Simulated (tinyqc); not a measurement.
Extended Hueckel theory, for BeH2+, step by step. The parameters take no account of the charge, which enters only through the electron count. One step of it, computed by the program tinyqc.

Task: Wolfsberg-Helmholz matrix. H_ij = K' S_ij (H_ii + H_jj)/2 for i != j (the diagonal keeps H_ii), with K' = K + D^2 + D^4 (1 - K), D = (H_ii - H_jj)/(H_ii + H_jj), K = 1.5.

overlap S, order 1Be 2s, 1Be 2px, 1Be 2py, 1Be 2pz, 2H 1s, 3H 1s:
$$\begin{pmatrix}
1.000000 & 0.000000 & 0.000000 & 0.000000 & 0.449914 & 0.449914 \\
0.000000 & 1.000000 & 0.000000 & 0.000000 & 0.000000 & 0.000000 \\
0.000000 & 0.000000 & 1.000000 & 0.000000 & 0.540711 & -0.540711 \\
0.000000 & 0.000000 & 0.000000 & 1.000000 & 0.000000 & 0.000000 \\
0.449914 & 0.000000 & 0.540711 & 0.000000 & 1.000000 & 0.029472 \\
0.449914 & 0.000000 & -0.540711 & 0.000000 & 0.029472 & 1.000000
\end{pmatrix}$$

diagonal H_ii (eV): 1Be 2s -10.000000, 1Be 2px -6.000000, 1Be 2py -6.000000, 1Be 2pz -6.000000, 2H 1s -13.600000, 3H 1s -13.600000

K = 1.500000

Give: H.

Result:

H (eV), order 1Be 2s, 1Be 2px, 1Be 2py, 1Be 2pz, 2H 1s, 3H 1s:
$$\begin{pmatrix}
-10.0000 & 0.0000 & 0.0000 & 0.0000 & -8.0856 & -8.0856 \\
0.0000 & -6.0000 & 0.0000 & 0.0000 & 0.0000 & 0.0000 \\
0.0000 & 0.0000 & -6.0000 & 0.0000 & -8.6853 & 8.6853 \\
0.0000 & 0.0000 & 0.0000 & -6.0000 & 0.0000 & 0.0000 \\
-8.0856 & 0.0000 & -8.6853 & 0.0000 & -13.6000 & -0.6012 \\
-8.0856 & 0.0000 & 8.6853 & 0.0000 & -0.6012 & -13.6000
\end{pmatrix}$$
